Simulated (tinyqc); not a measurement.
What moves the results: virtual-crystal alloy in the empirical-pseudopotential method. A value that a table varies takes the place of the one given here.

Empirical pseudopotential on the fcc lattice, atoms at +/- tau, tau = a (1,1,1)/8, no spin-orbit coupling. H(G,G') = c (2 pi/a)^2 |k + G|^2 delta + VS(q) cos(q.tau) + i VA(q) sin(q.tau), q = G - G', c = hbar^2/2m0; k and G in units of 2 pi/a; VS at |q|^2 = 3, 8, 11 and VA at 3, 4, 11, in rydberg, zero elsewhere. At each k the basis holds all G with |k + G|^2 up to 16; energies are counted from the fourth level at Gamma.

Virtual crystal A(1-x)B(x): a = (1 - x) a_A + x a_B. Rule linear: V = (1 - x) V_A + x V_B. Rule volume: V = [(1 - x) a_A^3 V_A + x a_B^3 V_B]/a^3, since a form factor is an atomic potential divided by the cell volume.

Constants: hbar^2/2m0 = 3.80998211 eV angstrom^2; Ry = 13.60569312 eV.

Inputs chosen for the exercise (classic local form factors of the size used for GaAs (A) and InAs (B), which place X and L only to a few tenths of an eV; shifted at random, so the results belong to these values and not to a real crystal): a = (5.64, 6.028) angstrom (lattice constants of A, B); VSA = (-0.233, 0.011, 0.059) Ry (symmetric form factors of A); VAA = (0.071, 0.051, 0.009) Ry (antisymmetric form factors of A); VSB = (-0.217, 0, 0.05) Ry (symmetric form factors of B); VAB = (0.081, 0.05, 0.031) Ry (antisymmetric form factors of B); rule = volume (mixing rule).

## Gaps across the alloy

Gaps from the valence top to the fifth band at Gamma, at L = (1/2,1/2,1/2) and at the lowest of k = (f,0,0), f = 0.70, 0.75, ..., 1.00. Bowing C = 4 [(E(0) + E(1))/2 - E(1/2)].

Gaps (eV):
```
x      Gamma  Delta/X  f of the minimum      L  lowest
0.000  1.437    1.803              0.90  1.696   Gamma
0.167  1.230    1.835              0.95  1.650   Gamma
0.333  1.038    1.864              1.00  1.605   Gamma
0.500  0.861    1.889              1.00  1.563   Gamma
0.667  0.697    1.913              1.00  1.523   Gamma
0.833  0.548    1.936              1.00  1.485   Gamma
1.000  0.413    1.957              1.00  1.450   Gamma
```

bowing (eV): Gamma 0.259, Delta/X -0.038, L 0.040

The lowest valley is Gamma throughout. From A to B the Gamma gap moves by -1.02 eV, L by -0.25 eV and Delta/X by +0.15 eV; a move of Delta/X below about 0.4 eV is within the error of such form factors, sign included. The virtual crystal holds no disorder and no bond relaxation, so its bowing comes from the non-linear dependence on the mean potential and volume alone, and it may differ from measured bowing, which is positive in these alloys, in size and even in sign; crossings move with it.

## Two mixing rules

Gaps from the valence top to the fifth band at Gamma, at L = (1/2,1/2,1/2) and at the lowest of k = (f,0,0), f = 0.70, 0.75, ..., 1.00. Both rules agree at the ends.

Gaps (eV):
```
x     Gamma, linear  Delta/X, linear  L, linear  Gamma, volume  Delta/X, volume  L, volume
0.25          1.177            1.856      1.643          1.132            1.850      1.627
0.50          0.917            1.897      1.584          0.861            1.889      1.563
0.75          0.661            1.930      1.519          0.621            1.925      1.504
```

At x = 0.5 the volume rule moves Gamma by -56 meV, Delta/X by -8 meV and L by -21 meV, that is the bowing by -4 times these; the lattice constants differ by 6.9 %, and the rules would coincide for equal ones.

Computed by tinyqc, a small Python program: `OMP_NUM_THREADS=1 python tinyqc.py 1050211 1050212 out.jsonl` (the numbers bound the seed that draws the inputs); one thread of a shared host (Intel(R) Xeon(R) Processor @ 2.30GHz), about 0.2 s for the whole set of steps.
